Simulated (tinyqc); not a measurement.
# From single traps to 1/f noise

4 half-filled traps with time constants tau_j = 1.6e-7 s times 10^(2 j), j = 0..3, each shift the threshold by a = 3.35 uV when filled and give the Lorentzian a^2 tau/(1 + (2 pi f tau)^2). For time constants spread evenly in ln tau the sum tends to a^2/(4 f ln(10^2)). slope = d ln S/d ln f.

From single traps to 1/f noise:

| f (Hz) | S (uV^2/Hz) | 1/f limit (uV^2/Hz) | slope | j of the largest term |
|---|---|---|---|---|
| 0.01 | 1.8136 | 60.923 | -2.0009e-4 | 3 |
| 0.1 | 1.7958 | 6.0923 | -0.019809 | 3 |
| 1 | 0.91118 | 0.60923 | -0.98529 | 3 |
| 30 | 0.018612 | 0.020308 | -0.35912 | 2 |
| 1000 | 3.5726e-4 | 6.0923e-4 | -0.99512 | 1 |
| 30000 | 1.9779e-5 | 2.0308e-5 | -1.6406 | 1 |
| 1e6 | 9.1099e-7 | 6.0923e-7 | -1.0249 | 0 |
| 1e7 | 1.7772e-8 | 6.0923e-8 | -1.9806 | 0 |
| 1e8 | 1.7945e-10 | 6.0923e-9 | -1.9998 | 0 |

Read the table: what changes, and by how much?

Below the slowest trap (1/(2 pi tau) = 0.99 Hz) the spectrum is flat, slope 0.00 in the first row; above the fastest (9.9e5 Hz) the slope tends to -2 (-2.00 in the last row). In between, at 30, 1000 and 30000 Hz, the slopes are -0.36, -1.00 and -1.64, and S is 41 % below the 1/f limit at 1000 Hz.

Numbers from tinyqc (`OMP_NUM_THREADS=1 python tinyqc.py 2150111 2150112 out.jsonl`; about 0.01 s on one thread of a shared Intel Xeon 2.30GHz).
